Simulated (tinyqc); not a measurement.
# Charge-trap memory cell: effects of single changes

Channel, tunnel oxide, storage layer, blocking layer, gate. N electrons per area sit in a sheet at the centroid and shift the threshold by U = (q/eps0) N (tb/eb + xc tn/en). EOT = t1 + 3.9 (tn/en + tb/eb); tunnel field F = (Vg - U)/EOT; dN/dt = eta (J/q)(1 - N/Nm). Fowler-Nordheim: J = A F^2 exp(-B/F), A = q^2/(16 pi^2 hbar mo phi) (times 1e14 for A/cm^2 with F in V/nm, emitter mass m0), B = (4/3) sqrt(mo/C) phi^1.5, C = hbar^2/(2 m0).

Values chosen for this exercise; oxide values close to those of silicon dioxide, storage layer close to silicon nitride, blocking layer close to aluminium oxide: tunnel barrier phi = 3.19 eV; tunnelling mass mo = 0.4 m0; tunnel oxide (permittivity 3.9) t1 = 4.2 nm; storage layer tn = 4.8 nm; its relative permittivity en = 7.3; blocking layer tb = 12.6 nm; its relative permittivity eb = 9; charge centroid, share of tn counted from the blocking side xc = 0.39; capture efficiency of an empty layer eta = 0.48; trap density Nm = 2.7e13 cm^-2; gate voltage less flat band and surface potential Vg = 13.7 V.

Constants: q = 1.602176634e-19 C, hbar = 1.054571817e-34 J s, m0 = 9.1093837015e-31 kg, eps0 = 8.8541878128e-14 F/cm where lengths are in cm, hbar^2/(2 m0) = 0.0380998212 eV nm^2. Results are converted to the units shown.

Each table varies one quantity; the others keep the values above.

## Threshold shift against programming time

The rate equation is integrated from N = 0 to the digits shown; blocking field (3.9 F + q N/eps0)/eb.

Result of one run:

| t (s) | N/Nm | U (V) | F (V/nm) | blocking field (V/nm) |
|---|---|---|---|---|
| 3.7e-6 | 0.01592 | 0.1289 | 1.110 | 0.4897 |

What becomes of these results when the time t is changed from 3.7e-6 to 0.065 s, all else the same?

Result of the changed run:

| t (s) | N/Nm | U (V) | F (V/nm) | blocking field (V/nm) |
|---|---|---|---|---|
| 0.065 | 0.4439 | 3.593 | 0.8268 | 0.5993 |

The whole series:

| t (s) | N/Nm | U (V) | F (V/nm) | blocking field (V/nm) |
|---|---|---|---|---|
| 3.7e-6 | 0.01592 | 0.1289 | 1.110 | 0.4897 |
| 2.6e-5 | 0.06990 | 0.5657 | 1.074 | 0.5035 |
| 0.00018 | 0.1668 | 1.350 | 1.010 | 0.5283 |
| 0.0013 | 0.2705 | 2.189 | 0.9416 | 0.5549 |
| 0.0091 | 0.3622 | 2.931 | 0.8809 | 0.5784 |
| 0.065 | 0.4439 | 3.593 | 0.8268 | 0.5993 |
| 0.46 | 0.5158 | 4.175 | 0.7792 | 0.6177 |
| 3.2 | 0.5793 | 4.688 | 0.7372 | 0.6339 |

U rises from 0.129 to 4.69 V, by 0.610 V a decade at the end. In the last row the falling field has cut J by a factor of 2.12e5, and filling has cut the capture by 2.38. In 1 of the rows F t1 has dropped below phi, where direct tunnelling would add to the Fowler-Nordheim current. The blocking field reaches 6.34 MV/cm, where electrons may escape to the gate, which the model leaves out.

## Effect of the gate voltage

Same model as above.

After 1e-5 s.

Effect of the gate voltage:

| Vg (V) | N/Nm | U (V) | F (V/nm) | blocking field (V/nm) |
|---|---|---|---|---|
| 11.7 | 8.249e-4 | 0.006676 | 0.9566 | 0.4150 |
| 12.6 | 0.005754 | 0.04656 | 1.027 | 0.4481 |
| 13.4 | 0.02350 | 0.1902 | 1.081 | 0.4810 |
| 14.3 | 0.07431 | 0.6014 | 1.121 | 0.5259 |
| 15.1 | 0.1453 | 1.176 | 1.139 | 0.5725 |
| 16 | 0.2389 | 1.934 | 1.151 | 0.6283 |
| 16.8 | 0.3260 | 2.638 | 1.158 | 0.6790 |
| 17.7 | 0.4244 | 3.435 | 1.167 | 0.7361 |

What does the table show?

U rises from 0.00668 to 3.43 V; the slope between neighbouring rows is at most 0.885 and 0.885 between the last two rows. The blocking field reaches 7.36 MV/cm, where electrons may escape to the gate, which the model leaves out.

Range of the model: The Fowler-Nordheim form needs F t1 above phi; trap-assisted paths and leakage through the blocking layer are left out.

Program tinyqc, `OMP_NUM_THREADS=1 python tinyqc.py 2130134 2130135 out.jsonl`; Intel Xeon 2.30GHz, shared host, one thread, about 0.1 s.
